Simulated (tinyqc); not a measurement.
Wannier functions of a composite (isolated) pair of valence bands (bonds of an sp chain): one step. The Hamiltonian in the new basis. Three cases, with inputs chosen for the exercise.

Question. H_W = w^+ H w; its eigenvalues must be the two filled levels.

Case 1.

H(k) (eV), lower triangle (Hermitian):
```
                     A<         A>         B<         B>
A<             0.940000
A>            -0.690000   0.940000
B<                    0  -2.610000  -0.940000
B>  -1.149543-3.537930i          0  -1.190000  -0.940000
```

w:
```
                     1                    2
A<  0.019248+0.069865i   0.180234-0.589106i
A>  0.575652+0.015106i  -0.053023-0.043486i
B<  0.812342-0.015106i   0.039981+0.031257i
B>  0.047455-0.027667i   0.782994+0.010631i
```

Case 2.

H(k) (eV), lower triangle (Hermitian):
```
           A<         A>         B<  B>
A<          0
A>  -1.730000          0
B<          0  -2.530000          0
B>  3.160000i          0  -0.750000   0
```

w:
```
                     1                    2
A<  0.108516-0.048570i  -0.025011+0.696591i
A>  0.696349-0.031047i  -0.048570+0.108516i
B<  0.696349+0.031047i   0.057134-0.104262i
B>  0.057134+0.104262i   0.696591-0.025011i
```

Case 3.

H(k) (eV), lower triangle (Hermitian):
```
            A<         A>         B<  B>
A<           0
A>   -1.310000          0
B<           0  -3.420000          0
B>  -3.350000i          0  -0.690000   0
```

w:
```
                     1                    2
A<  0.069273+0.036655i  -0.013973-0.702611i
A>  0.702617+0.013690i  -0.036655-0.069273i
B<  0.702617-0.013690i   0.039353+0.067777i
B>  0.039353-0.067777i   0.702611+0.013973i
```

Give: H_W(k); eigenvalues.

Answer.

Case 1.

H_W(k) (eV):
```
               1              2
1         -2.826  -0.836+0.222i
2  -0.836-0.222i         -3.884
```

eigenvalues (eV): -4.369  -2.342

Case 2.

H_W(k) (eV):
```
               1              2
1         -2.691  -0.339-0.849i
2  -0.339+0.849i         -3.321
```

eigenvalues (eV): -3.973  -2.039

Case 3.

H_W(k) (eV):
```
               1              2
1         -3.503  -0.332+0.648i
2  -0.332-0.648i         -3.433
```

eigenvalues (eV): -4.197  -2.739

Computed by tinyqc, one run a case: `OMP_NUM_THREADS=1 python tinyqc.py N N+1 out.jsonl` with N = 1451579, 1451657, 1452243; one thread of a shared Intel(R) Xeon(R) Processor @ 2.30GHz, about 0.3 s a run at most.
